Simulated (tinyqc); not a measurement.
Electroplating on a thin resistive seed layer: kinetics, Wagner number and the terminal effect across a wafer: one step, computed by the program tinyqc. Command: `OMP_NUM_THREADS=1 python tinyqc.py 3121059 3121060 out.jsonl terminal walk`. One thread of a shared host (Intel(R) Xeon(R) Processor @ 2.30GHz), about 0.02 s of CPU time with the checks.

Current enters the seed at the rim. The bath is treated as a local resistance per area (no lateral flow in the liquid), two electrons per ion, molar volume 7.11 cm^3/mol, Faraday constant F = e N_A, kinematic viscosity 0.01 cm^2/s, omega = 2 pi x rpm/60; k_B T/e is in volts.

Problem. Rate, limit and resistances. Growth rate = i V_m/(2 F). Levich limit i_L = 0.62 x 2 F D^(2/3) omega^(1/2) nu^(-1/6) c. Tafel overpotential eta = (k_B T/(alpha e)) ln(i/i_0); kinetic resistance k_B T/(alpha e i); bath resistance h/kappa + plate; R_s = resistivity/t; Wagner number = kinetic resistance x kappa/R.

Inputs (values chosen for the exercise, of the order of those for copper plating from an acid sulfate bath): wafer radius R = 15 cm; seed thickness t = 28 nm; seed resistivity = 7.1 microohm cm; bath conductivity kappa = 0.066 S/cm; gap to the anode h = 1.6 cm; extra resistance of a porous plate = 0 ohm cm^2; exchange current density i_0 = 1.5 mA/cm^2; cathodic transfer coefficient alpha = 0.83; mean current density = 6.5 mA/cm^2; diffusivity of the metal ion = 5.6e-06 cm^2/s; metal ion concentration = 0.48 mol/L; rotation rate = 200 rpm; temperature T = 298 K.

Constants: e = 1.602176634e-19 C; N_A = 6.02214076e+23 1/mol; k_B = 8.617333262e-05 eV/K.

Give: growth rate; limiting current i_L; overpotential; kinetic resistance; bath resistance R_b; sheet resistance R_s; Wagner number.

Solution.

growth rate = 143.7 nm/min

limiting current i_L = 178.6 mA/cm^2

overpotential = 45.37 mV

kinetic resistance = 4.760 ohm cm^2

bath resistance R_b = 24.24 ohm cm^2

sheet resistance R_s = 2.536 ohm/square

Wagner number = 0.02094
